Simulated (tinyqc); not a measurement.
# Worked calculation: MOS capacitor on an n-type substrate, surface potential from the exact charge relation

Program tinyqc, `OMP_NUM_THREADS=1 python tinyqc.py 2060070 2060071 out.jsonl`; Intel Xeon 2.30GHz, shared host, one thread, about 0.01 s. Printed values are rounded.

Uniform n-type substrate, Boltzmann statistics, full ionisation, classical densities. psi is the surface potential against the body (positive when the bands bend down) and u = -psi/Vt. Traps are spread evenly over the gap and neutral at flat band, so their charge is -q Dit psi; the minority quasi-Fermi level is shifted by Vb.

Parameters, values chosen for the exercise; band and dielectric values close to those of silicon:
- T = 400 K (temperature)
- Eg = 1.13 eV (band gap)
- eps_r = 11.7 (relative permittivity)
- Nc = 4.39e19 cm^-3 (conduction-band density of states at T)
- Nv = 4.11e19 cm^-3 (valence-band density of states at T)
- chi = 4.03 eV (electron affinity)
- N = 7.1e16 cm^-3 (donor density of the substrate)
- eox = 3.9 (relative permittivity of the gate insulator (close to silicon dioxide))
- tox = 15 nm (insulator thickness)
- phiM = 4.54 eV (gate work function)
- Nf = 1.1e11 cm^-2 (fixed charge at the interface, in units of q)
- Dit = 0 cm^-2 eV^-1 (density of interface traps)
- Vb = 0.6 V (reverse bias of the inversion layer against the body)
- Vg = -2.23 V (gate voltage against the body)

Constants: q = 1.602176634e-19 C, kB = 1.380649e-23 J/K, Vt = kB T/q, eps0 = 8.8541878128e-14 F/cm where lengths are in cm. Results are converted to the units shown.

## Flat band, threshold and scales

ni = sqrt(Nc Nv) exp(-Eg/(2 Vt)), Eg in volts; phiF = Vt ln(N/ni); Cox = eps0 eox/tox; Vfb = phiM - chi - Vt ln(Nc/N) - q Nf/Cox; Q0 = sqrt(2 eps0 eps_r q N Vt); r = (ni/N)^2 exp(-Vb/Vt); VT = Vfb - [(2 phiF + Vb)(1 + q Dit/Cox) + sqrt(2 eps0 eps_r q N (2 phiF + Vb))/Cox].

ni = 3.23196e12 cm^-3
phiF = 0.344602 V
Cox = 0.230209 uF/cm^2
Vfb = 0.211910 V
Q0 = 28.5025 nC/cm^2
r = 5.71148e-17
VT = -1.83448 V

## Starting value

psi = -Vt (just off flat band).

psi at the start = -0.0344693 V

## Iteration 1: Newton step for the surface potential

u = -psi/Vt; F^2 = exp(-u) + u - 1 + r (exp(u) - u - 1); Qs = +sign(u) Q0 F; Cs = -dQs/dpsi = (Q0/Vt) |1 - exp(-u) + r (exp(u) - 1)|/(2 F). f = Vfb + psi + (q Dit psi - Qs)/Cox - Vg, f' = 1 + (Cs + q Dit)/Cox, psi(new) = psi - f/f'.

u = 1
F = 0.606531
Qs = 17.2876 nC/cm^2
Cs = 0.430891 uF/cm^2
f = 2.33234 V
f' = 2.87174
psi after iteration 1 = -0.846641 V

## Iteration 2: Newton step for the surface potential

As before.

u = 24.5621
F = 4.85409
Qs = 138.354 nC/cm^2
Cs = 0.0851753 uF/cm^2
f = 0.994277 V
f' = 1.36999
psi after iteration 2 = -1.57240 V

## Iteration 3: Newton step for the surface potential

As before.

u = 45.6172
F = 61.1830
Qs = 1743.87 nC/cm^2
Cs = 25.0012 uF/cm^2
f = -6.70564 V
f' = 109.602
psi after iteration 3 = -1.51121 V

## Course of the Newton iteration

Stop when the step is below 1e-10 V, or after 60 iterations.

Course of the iteration:

| iteration | psi before the step (V) | f (V) | step (V) |
|---|---|---|---|
| 1 | -0.0344693 | 2.33 | -0.812 |
| 2 | -0.846641 | 0.994 | -0.726 |
| 3 | -1.57240 | -6.71 | 0.0612 |
| 4 | -1.51121 | -2.27 | 0.0510 |
| 5 | -1.46021 | -0.698 | 0.0349 |
| 6 | -1.42534 | -0.173 | 0.0159 |
| 7 | -1.40949 | -0.0230 | 2.83e-3 |
| 8 | -1.40666 | -6.01e-4 | 7.82e-5 |
| 9 | -1.40658 | -4.42e-7 | 5.75e-8 |
| 10 | -1.40658 | -2.39e-13 | < 1e-13 |

Converged in 10 iterations.

## Charges, field and capacitances at the solution

converged psi = -1.40658 V

u = -psi/Vt; F^2 = exp(-u) + u - 1 + r (exp(u) - u - 1); Qs = +sign(u) Q0 F; Cs = -dQs/dpsi = (Q0/Vt) |1 - exp(-u) + r (exp(u) - 1)|/(2 F). Low frequency: 1/C_LF = 1/Cox + 1/(Cs + q Dit). High frequency, in the simple estimate in which traps and minority carriers do not follow: 1/C_HF = 1/Cox + 1/Cd, Cd being Cs with r = 0 at the same psi. Minority sheet density N_inv = (Q0/(2 q)) int_0^u r (exp(t) - 1)/F(t) dt for u > 0. Oxide field |Qs - q Dit psi + q Nf|/(eps0 eox).

Qs = 238.343 nC/cm^2
N_inv = 3.69640e11 cm^-2
oxide field = 0.741259 MV/cm
Cs = 1.53861 uF/cm^2
C_LF/Cox = 0.869852
C_HF/Cox = 0.221582

The surface is in strong inversion (borders at |psi| = 0, phiF + Vb and 2 phiF + Vb = 1.29 V). Minority carriers make up 24.8 % of Qs.
